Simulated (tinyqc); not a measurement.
Worked calculation: geometry optimisation on the RHF/3-21g surface (energies and gradients from PySCF), for H3+, spin multiplicity 1. One step of it, computed by the program tinyqc.

Task: Step 1: move. Quasi-Newton step p = -H^(-1) g (first H = 0.6 times the unit matrix); steps longer than 0.5 bohr are cut back.

positions at the start (bohr), order 1H, 2H, 3H:
$$\begin{pmatrix}
-0.030236 & 0.030236 & -0.024566 \\
-0.092597 & -0.079368 & 1.763114 \\
0.077479 & 0.727545 & -1.538237
\end{pmatrix}$$

gradient (hartree/bohr), order 1H, 2H, 3H:
$$\begin{pmatrix}
-0.00002649 & -0.00493738 & -0.01439590 \\
-0.00155474 & -0.00435798 & 0.03953236 \\
0.00158123 & 0.00929536 & -0.02513646
\end{pmatrix}$$

Give: positions after step 1.

Result:

positions after step 1 (bohr), order 1H, 2H, 3H:
$$\begin{pmatrix}
-0.030 & 0.038 & -0.001 \\
-0.090 & -0.072 & 1.697 \\
0.075 & 0.712 & -1.496
\end{pmatrix}$$
